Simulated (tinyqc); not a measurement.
## Pull-up strength from the switching point

Inverse problem. Transistor (EKV form, voltages against the body): I = 2 n b Vt^2 [F(vp - Vs) - F(vp - Vd)] from drain to source, F(v) = ln^2(1 + exp(v/(2 Vt))), vp = (Vg - VT + sg |Vd - Vs|)/n. n-channel bodies are at 0; for the p-channel device all voltages are counted down from Vdd. b in uA/V^2 gives I in uA. In an inverter In(Vg = Vd = VM) equals Ip at the switching point VM. Find bp and the current there.

Inputs (values chosen for the exercise):
- T = 300 K (temperature)
- Vdd = 0.75 V (supply voltage)
- n = 1.36 (slope factor)
- sg = 0.063 (drain-induced barrier lowering)
- VTn = 0.41 V (n-channel threshold)
- VTp = 0.33 V (p-channel threshold (magnitude))
- bn = 820 uA/V^2 (gain factor of the pull-down transistor)

Constants: q = 1.602176634e-19 C, kB = 1.380649e-23 J/K, Vt = kB T/q. Results are converted to the units shown.

VM = 0.429519565 V

Answer. Ip is proportional to bp, so bp is In(VM) over the p-channel current for unit b.

bp = 1.60e3 uA/V^2
current at VM = 1.73 uA

tinyqc, about 0.05 s, one thread, Intel Xeon 2.30GHz (shared host): `OMP_NUM_THREADS=1 python tinyqc.py 2340144 2340145 out.jsonl`
